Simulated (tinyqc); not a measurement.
Changing the electron mass m: hydrogenic impurity: series, fields, screening, photoionisation and donor-acceptor pairs. Computed by tinyqc, a small Python program. Command: `OMP_NUM_THREADS=1 python tinyqc.py 3007422 3007423 out.jsonl hydrogenic sweep`. One thread of a shared host (Intel(R) Xeon(R) Processor @ 2.30GHz), about 0.01 s of CPU time with the checks.

One isotropic, parabolic band. Effective units: Ry* and a*, in which H = -nabla^2 - 2/r.

Inputs (values chosen for the exercise, for a model semiconductor): dielectric constant eps = 14.2; donor density N = 3.4e+18 cm^-3.

Parts treated: magnetic field and photoionisation.

Constants: Ry = 13.605693123 eV; a_0 = 0.529177210903 angstrom; h x 1 THz = 4.135667696 meV.

Method. Ry* = Ry m/eps^2, a* = a_0 eps/m; level n is bound by Ry*/n^2; <r> = (3/2) a* in 1s; lines 1s -> np at Ry* (1 - 1/n^2); 1 THz = 4.135667696 meV. Wigner-Seitz radius r_s = (3/(4 pi N))^(1/3); Mott criterion N_c^(1/3) a* = 0.26; overlap of two 1s orbitals at distance d: S = exp(-x)(1 + x + x^2/3), x = d/a*, with d = N^(-1/3).

One run for each value:
```
electron mass m (m_0)  Ry* (meV)  a* (angstrom)  Mott density (cm^-3)   overlap S
0.13                        8.77         57.802            9.1008e+16  8.2022e-01
0.19                       12.82         39.549            2.8413e+17  6.7440e-01
0.28                       18.89         26.837            9.0934e+17  4.6358e-01
0.41                       27.66         18.328            2.8550e+18  2.3945e-01
0.61                       41.16         12.319            9.4025e+18  7.2880e-02
0.91                       61.40          8.257            3.1216e+19  9.7526e-03
1.40                       94.47          5.367            1.1367e+20  2.6852e-04
2.00                      134.95          3.757            3.3139e+20  2.5306e-06
```

Describe and explain the trends.

Over the rows, Ry* (meV) rises from 8.77 to 135 (exponent d ln y / d ln x about 1.00 throughout); a* (angstrom) falls from 57.8 to 3.76 (exponent d ln y / d ln x about -1.0 throughout); Mott density (cm^-3) rises from 9.10e16 to 3.31e20 (exponent d ln y / d ln x about 3.0 throughout). The exponent of Ry* stays at 1: Ry* = Ry m/eps^2. The exponent of Mott density stays at 3: the Mott density goes as a*^-3.

Caution (rows 0.130, 0.190, 0.280, 0.410): N lies above the Mott density, where the levels of isolated donors have no meaning. Caution (rows 0.910, 1.40, 2.00): the Bohr radius is only a few bond lengths, so central-cell terms and band anisotropy matter.
